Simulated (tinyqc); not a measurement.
Changing the time step dt: finite-difference solution of the diffusion equation on a small grid. Computed by tinyqc, a small Python program. Command: `OMP_NUM_THREADS=1 python tinyqc.py 3029737 3029738 out.jsonl fdiff sweep`. One thread of a shared host (Intel(R) Xeon(R) Processor @ 2.30GHz), about 0.01 s of CPU time with the checks.

dC/dt = D d2C/dx2 on nodes x_j = j dx, j = 0..7; the far end is sealed.

Inputs (values chosen for the exercise):
```
quantity           value              unit
diffusivity D        0.2            nm^2/s
grid spacing dx       25                nm
final time t_f      5920                 s
surface value C_s     63  % of a reference
```

Boundary at x = 0: fixed surface value. Scheme: explicit.

start values C_j, j = 0, 1, ... (% of a reference): 0  0  0  0  0  0  0  0

Method:
- The operator M acts as (M C)_j = C_(j-1) - 2 C_j + C_(j+1); at the sealed far end a mirror node gives 2 C_(N-2) - 2 C_(N-1); at j = 0, C_0 is held at C_s from the start (row of zeros).
- r = D dt/dx^2.
- With r = D dt/dx^2: (1 - theta r M) C(new) = (1 + (1 - theta) r M) C(old); theta = 0 explicit, 1 implicit, 1/2 Crank-Nicolson.
- The run takes n = round(t_f/dt) steps of length t_f/n.
- The dose is the trapezoidal sum of C dx; the error is the largest difference from exp(M D t/dx^2) C(0), the exact time evolution on the same grid.

One run for each value:
```
time step dt (s)  largest error at t_f (%)  mesh ratio r  final C_4 (%)  final dose (% nm)
23.125                             0.03042        0.0074         2.9329             2529.4
46.250                             0.06079        0.0148         2.9269             2530.4
92.500                             0.12141        0.0296         2.9147             2532.6
185.000                            0.24211        0.0592         2.8897             2536.8
370.000                            0.48102        0.1184         2.8378             2545.5
740.000                            0.94704        0.2368         2.7264             2562.9
```

Over the rows, largest error at t_f (%) rises from 0.0304 to 0.947 (exponent d ln y / d ln x about 0.99 throughout). The exponent of largest error at t_f stays between 0.98 and 1.00, near 1: first order in the step.

Extremes, crossings and ranges named in words are read from the listed rows.
